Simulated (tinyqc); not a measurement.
Threshold of a short bulk MOSFET: charge sharing, barrier lowering, narrow width: one step of the calculation.

n-channel device on a p-type body, depletion approximation, full ionisation. Uniform doping N = Na. Vbi from Boltzmann statistics is rough for the degenerate source. Cox = eps0 eox/tox.

Problem. Short-channel and narrow-width shifts. Charge sharing (trapezoid; it ignores Vds): F = (xj/L)(sqrt(1 + 2 Wd/xj) - 1), lowering = body term times F. Barrier lowering: th = exp(-L/(2 l)) + 2 exp(-L/l), lowering = th [2 (Vbi - 2 pB) + Vds], DIBL = th. Narrow width: rise = body term times xw Wd/W. VT by each model = VT0 - lowering + rise.

Inputs (values chosen for the exercise); band and dielectric values close to those of silicon:
- xj = 20 nm (junction depth)
- Vds = 1.2 V (drain-source voltage)
- W = 340 nm (gate width)
- xw = 0.7854 (shape factor of the fringing depletion at the width edges)
- L = 190 nm (channel length)

2 pB = 0.84065911 V
Wd = 85.856263 nm
body term = 0.083654312 V
VT0 = -0.065686577 V
Vbi = 1.0087563 V
l = 19.150988 nm

Find: F; lowering by charge sharing; th; lowering of the barrier; DIBL; narrow-width rise; VT, charge sharing; VT, barrier lowering.

Solution.

F = 0.22064
lowering by charge sharing = 18.457 mV
th = 0.0071071
lowering of the barrier = 10.918 mV
DIBL = 7.1071 mV/V
narrow-width rise = 16.591 mV
VT, charge sharing = -0.067553 V
VT, barrier lowering = -0.060013 V

L is 9.92 scale lengths. The charge-sharing lowering is 69 % above the barrier lowering; the first falls off as 1/L and the second exponentially. Both describe the same loss of gate control, so they are alternatives and are not added.

Program tinyqc, `OMP_NUM_THREADS=1 python tinyqc.py 2002147 2002148 out.jsonl`; Intel Xeon 2.30GHz, shared host, one thread, about 0.01 s.
